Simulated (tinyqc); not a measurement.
Specific resistance of a metal-semiconductor contact and its transmission-line measurement: one step, computed by the program tinyqc. Command: `OMP_NUM_THREADS=1 python tinyqc.py 3014202 3014203 out.jsonl contact walk`. One thread of a shared host (Intel(R) Xeon(R) Processor @ 2.30GHz), about 0.01 s of CPU time with the checks.

The barrier is parabolic (depletion approximation), energies E are normal energies counted from the band edge in the neutral semiconductor (downwards for holes), and the bias is zero. xi is an input, held fixed when other inputs move.

Task: Tunnelling energy and barrier. E_00 = (e hbar/2) sqrt(N/(eps eps_0 m)); band bending E_b = phi_B + xi; depletion width w = sqrt(2 eps eps_0 E_b/(e^2 N)). Image lowering d_phi = (e^3 N E_b/(8 pi^2 (eps eps_0)^3))^(1/4) (E_b in volts), and E_b - d_phi replaces E_b everywhere except in w.

Inputs (values chosen for the exercise, modelled on n-type germanium):

| quantity | value | unit |
|---|---|---|
| tunnelling mass m | 0.12 | m_0 |
| permittivity eps | 16 | - |
| barrier height phi_B | 0.61 | eV |
| doping N | 3.6e+19 | 1/cm^3 |
| Fermi level above the band edge in the bulk, xi | 0.063 | eV |
| temperature T | 300 | K |

Image-force lowering: included.

Constants: hbar = 1.054571817e-34 J s; eps_0 = 8.8541878128e-12 F/m; m_0 = 9.1093837015e-31 kg; k_B = 8.617333262e-05 eV/K; e = 1.602176634e-19 C.

Give: E_00; E_00/k_B T; depletion width; barrier used, above the bulk band edge.

Result:

E_00 = 80.39 meV

E_00/k_B T = 3.110

depletion width = 5.750 nm

barrier used, above the bulk band edge = 0.5279 eV

By the usual rule this is thermionic-field emission (0.5 to 5 k_B T).
